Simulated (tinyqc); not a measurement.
Minority-electron transport through the base of a bipolar transistor (Moll-Ross and Kroemer integrals): one step, computed by the program tinyqc.

Low injection, one dimension, x from the emitter edge (0) to the collector edge (W), s = x/W. Recombination is treated as a small correction (valid for tau_B well below tau_n), computed from the stored charge.

Problem. Profile and built-in field. N(x) = N_0; n_i(x) = n_i; D(x) = (k_B T/e) mu, mu = mu_min + (mu_max - mu_min)/(1 + (N/N_ref)^0.7). Field that drives electrons towards the collector, averaged over the base: (k_B T/e) ln[N_0 n_i(W)^2/(N(W) n_i^2)]/W.

Inputs (values chosen for the exercise, modelled on silicon):
```
quantity,value,unit
base doping at the emitter edge N_0,3.2e+19,1/cm^3
base width W,31,nm
mu_min,180,cm^2/(V s)
mu_max,1290,cm^2/(V s)
N_ref,2.4e+17,1/cm^3
temperature T,300,K
```

Base doping profile: uniform. Gap grading: none. Exit of the base: saturation velocity.

Constants: k_B = 8.617333262e-05 eV/K.

Give: Across the base; drift factor eta (potential drop in k_B T/e); mean built-in field.

Solution.

Across the base:
```
s,N (1/cm^3),n_i(x)^2/n_i^2,D (cm^2/s),y (s/cm^5)
0.0,3.20e+19,1,5.5579,5.7575e+18
0.2,3.20e+19,1,5.5579,5.7575e+18
0.4,3.20e+19,1,5.5579,5.7575e+18
0.6,3.20e+19,1,5.5579,5.7575e+18
0.8,3.20e+19,1,5.5579,5.7575e+18
1.0,3.20e+19,1,5.5579,5.7575e+18
```

drift factor eta (potential drop in k_B T/e) = 0

mean built-in field = 0 kV/cm
